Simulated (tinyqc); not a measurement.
Tight binding, kagome lattice, step by step. One step of it, computed by the program tinyqc.

Problem. Levels at K. Diagonalise the Hermitian matrix.

H(k) at K (eV), order A, B, C:
```
[[0.000000, -0.720000+1.247077i, -0.720000-1.247077i],
 [-0.720000-1.247077i, 0.000000, -0.720000+1.247077i],
 [-0.720000+1.247077i, -0.720000-1.247077i, 0.200000]]
```

Give: eigenvalues; weights |c|^2 of the basis functions.

Solution.

eigenvalues (eV): [-1.4400, -1.3088, 2.9488]

weights |c|^2 of the basis functions, order A, B, C:
```
[[0.5000, 0.1772, 0.3228],
 [0.5000, 0.1772, 0.3228],
 [0.0000, 0.6456, 0.3544]]
```
